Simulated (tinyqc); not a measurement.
Inside a calculation. Model: kinetic Monte Carlo and master equation for a particle on a ring of sites with traps and bias. Computed by tinyqc, a small Python program that keeps every step. Command: `OMP_NUM_THREADS=1 python tinyqc.py 3006734 3006735 out.jsonl kmc walk`. One thread of a shared host (Intel(R) Xeon(R) Processor @ 2.30GHz), about 0.06 s of CPU time with the checks. Intermediate numbers are printed to about 7 digits and carried at full precision; extremes and crossings named in words are read from the listed rows.

6 sites on a ring, numbered 1 to 6. The saddle between i and i+1 lies at E0 + s b_i and site i at s eps_i; a force F tilts the landscape, with the saddle half-way.

Inputs (values chosen for the exercise, for a model defect): reference barrier E0 = 0.86 eV; scale factor s of the disorder = 1; attempt frequency nu = 1.7 THz; temperature T = 900 K; site spacing a = 2.8 angstrom; force F along the ring = 0.026 eV/angstrom; seed of the random numbers = 736310.

Disorder: site traps.

site energies eps_i (eV): [-0.17, 0, -0.078, 0, -0.15, 0]

saddle shifts b_i between sites i and i+1 (eV): [0, 0, 0, 0, 0, 0]

Constants: k_B = 8.617333262e-05 eV/K.

## Rate table

Rates: k(i to i+1) = nu exp(-(E0 + s b_i - s eps_i - F a/2)/(k_B T)), k(i to i-1) = nu exp(-(E0 + s b_(i-1) - s eps_i + F a/2)/(k_B T)). Share right = k right/(k right + k left); mean stay = 1/(k right + k left).

Rates, shares of right hops and mean stays:
```
site  k right (1/s)  k left (1/s)  share right  mean stay (s)
1      4.640169e+06  1.814980e+06    0.7188323   1.549151e-07
2      4.154243e+07  1.624912e+07    0.7188323   1.730357e-08
3      1.519536e+07  5.943593e+06    0.7188323   4.730602e-08
4      4.154243e+07  1.624912e+07    0.7188323   1.730357e-08
5      6.005219e+06  2.348912e+06    0.7188323   1.197012e-07
6      4.154243e+07  1.624912e+07    0.7188323   1.730357e-08
```

The particle stays longest on site 1, 9.0 times as long as on the quickest site.

## Twelve steps of the residence-time algorithm

Random numbers:
```
step      r1      r2
1     0.7678  0.1714
2     0.4332  0.0740
3     0.7003  0.2931
4     0.4177  0.2595
5     0.4717  0.7813
6     0.6090  0.3727
7     0.2591  0.3560
8     0.7967  0.3521
9     0.9446  0.3938
10    0.1359  0.9615
11    0.6999  0.4908
12    0.0223  0.8465
```

Start on site 1 at t = 0. Hop right if r1 is below the share right, else left; advance the clock by -ln(r2) times the mean stay.

Trajectory:
```
step  site    hop      wait (s)     clock (s)  net hops
1        1   left  2.732323e-07  2.732323e-07        -1
2        6  right  4.505313e-08  3.182855e-07         0
3        1  right  1.901182e-07  5.084037e-07         1
4        2  right  2.334249e-08  5.317462e-07         2
5        3  right  1.167494e-08  5.434211e-07         3
6        4  right  1.707830e-08  5.604994e-07         4
7        5  right  1.236304e-07  6.841298e-07         5
8        6   left  1.806216e-08  7.021920e-07         4
9        5   left  1.115510e-07  8.137430e-07         3
10       4  right  6.793504e-10  8.144223e-07         4
11       5  right  8.519360e-08  8.996160e-07         5
12       6  right  2.883554e-09  9.024995e-07         6
```

## Steady state

Master equation dP/dt = W P, W_(i+1,i) = k right, W_(i-1,i) = k left, columns summing to zero. The steady state is its null vector; drift v = a sum P_i (k right - k left). D = a^2 lambda''(0)/2, where lambda(q) is the leading eigenvalue of W with right hops weighted by exp(q) and left hops by exp(-q). The slowest relaxation rate is minus the real part of the next eigenvalue of W. 1 angstrom = 1e-8 cm.

occupations P_i: [0.4143965, 0.0462869, 0.1265432, 0.0462869, 0.3201997, 0.0462869]

drift velocity v = 0.1966857 cm/s

diffusivity D = 7.511133e-09 cm^2/s

slowest relaxation rate = 9622674 1/s

With equal saddles the steady current leaves the occupations at their Boltzmann values exp(-s eps_i/(k_B T))/Z.

## Closed form at zero force

At zero force D0 = a^2 nu exp(-E0/(k_B T)) / [<exp(-s eps/(k_B T))> <exp(s b/(k_B T))>], with means over the ring; Einstein relation v = D0 F/(k_B T); 1 angstrom = 1e-8 cm.

zero-force diffusivity D0 = 5.656999e-09 cm^2/s

D0 over the value without disorder = 0.2777213

Einstein drift = 0.1896462 cm/s

F a/(k_B T) = 0.939; the true drift is 1.0371 times the Einstein value.

## Sampled drift against the exact one

400 independent walkers start on sites drawn with weights P_i (k right + k left), the steady shares of hops (random numbers not printed); the estimate is total displacement over total time, with its standard error from the spread between walkers.

Drift from sampling:
```
hops per walker  estimate (cm/s)  standard error (cm/s)  deviation in standard errors
10                     0.1985842            0.007690128                     0.2468736
30                     0.1930394            0.004128873                    -0.8831396
100                    0.1983444            0.002529163                     0.6558069
300                    0.1969912            0.001419027                     0.2152537
1000                   0.1967605            0.000814478                     0.0917272
3000                   0.1969887            0.000432280                     0.7008885
```

The exact drift is 0.1967 cm/s. The standard error falls by a factor 3.11 from 100 to 1000 hops (sqrt10 = 3.16), and in the last row it is 0.22 % of the drift.

Checks made by the program: closed form against the master equation at zero force (relative difference 2e-06).
